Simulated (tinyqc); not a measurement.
# Traps spread exponentially in energy

For traps of total density Nt spread as exp(-E/kB Tc) below the band edge, with l = Tc/T: J = q mu Nc [eps0 eps_r l/(q Nt (l + 1))]^l [(2 l + 1)/(l + 1)]^(l + 1) V^(l + 1)/L^(2 l + 1). It needs trapped charge far above free charge, so only rows below a fifth of the trap-free current (9/8) eps0 eps_r mu V^2/L^3 are listed.

Values chosen for this exercise:
```
symbol   value        unit                 meaning
eps_r     12.5               relative permittivity
mu          20  cm^2/(V s)                mobility
L         3900          nm               thickness
Nc      5.5e19       cm^-3  band density of states
Nt      9.9e15       cm^-3            trap density
V          4.1           V                 voltage
```

Constants: q = 1.602176634e-19 C, eps0 = 8.8541878128e-14 F/cm where lengths are in cm. Results are converted to the units shown.

Result of one run:
```
l  exponent of V  exponent of 1/L  J (A/cm^2)
9          10.00            19.00    1.297e-7
```

What becomes of these results when the ratio Tc/T l is changed from 9 to 4.8, all else the same?

Result of the changed run:
```
l    exponent of V  exponent of 1/L  J (A/cm^2)
4.8          5.800            10.60      0.1286
```

The whole series:
```
l    exponent of V  exponent of 1/L  J (A/cm^2)
4.8          5.800            10.60      0.1286
5.7          6.700            12.40    0.006650
6.5          7.500            14.00    4.789e-4
7.3          8.300            15.60    3.454e-5
8.2          9.200            17.40    1.795e-6
9            10.00            19.00    1.297e-7
```

J falls from 0.129 to 1.30e-7 A/cm^2 at V = 4.1 V, well below q Nt L^2/(2 eps0 eps_r) = 109 V, near which the curves for different l come together. A slope above 2 on a log-log plot gives l, and its change with temperature tests the model.

tinyqc, about 0.01 s, one thread, Intel Xeon 2.30GHz (shared host): `OMP_NUM_THREADS=1 python tinyqc.py 2370090 2370091 out.jsonl`
